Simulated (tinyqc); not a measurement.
Absorption edge of a degenerate semiconductor, band filling against gap narrowing: two steps of the calculation.

n-type, parabolic bands, full ionisation. eta = (EF - Ec)/kB T solves N = Nc F12(eta), F12(x) = (2/sqrt(pi)) int_0^infinity sqrt(u)/(1 + exp(u - x)) du. The gap shrinks rigidly by dEg = a3 y^(1/3) + a4 y^(1/4) + a2 y^(1/2), y = N/1e18 cm^-3, an empirical law that is here taken as the true narrowing.

Inputs (values chosen for the exercise); band and dielectric values close to those of gallium arsenide:

| symbol | value | unit | meaning |
|---|---|---|---|
| T | 300 | K | temperature |
| Eg | 1.43 | eV | band gap |
| Nc | 4.38e17 | cm^-3 | conduction-band density of states at 300 K, from me |
| me | 0.0673 | m0 | electron mass |
| mh | 0.496 | m0 | hole mass |
| N | 3e17 | cm^-3 | ionised donor density |
| a3 | 10.2 | meV | coefficient of (N/1e18)^(1/3) |
| a4 | 4.3 | meV | coefficient of (N/1e18)^(1/4) |
| a2 | 1.5 | meV | coefficient of (N/1e18)^(1/2) |

Constants: q = 1.602176634e-19 C, kB = 1.380649e-23 J/K, h = 6.62607015e-34 J s, c = 299792458 m/s, Vt = kB T/q. Results are converted to the units shown.

Problem 1. Fermi level. Newton step on ln F12(eta) = ln(N/Nc): eta(new) = eta - ln(Nc F12/N) F12/Fm, Fm(x) = dF12/dx = (1/sqrt(pi)) int_0^infinity u^(-1/2)/(1 + exp(u - x)) du.

eta at the start (Boltzmann value) = -0.3784

Find: F12; Fm; eta after iteration 1.

Solution 1.

F12 = 0.5623
Fm = 0.4703
eta after iteration 1 = -0.1426

Problem 2. The optical edge. Vertical transitions need an empty final state: the edge is taken where the state lies 4 kB T below EF, E_opt = Eg - dEg + (1 + me/mh) max(eta - 4, 0) kB T; wavelength h c/(q E_opt).

converged eta = -0.13855210

Give: dEg; EF - Ec; filling shift; E_opt; wavelength.

Solution 2.

dEg = 10.83 meV
EF - Ec = -3.582 meV
filling shift = 0 meV
E_opt = 1.419 eV
wavelength = 873.6 nm

The edge lies 10.8 meV below the undoped gap: narrowing outweighs filling.

Range of the model: Band tails, non-parabolic bands and incomplete ionisation are left out.

Computed by the program tinyqc: `OMP_NUM_THREADS=1 python tinyqc.py 2330018 2330019 out.jsonl`, one thread of a shared Intel Xeon 2.30GHz, about 0.01 s for the whole run.
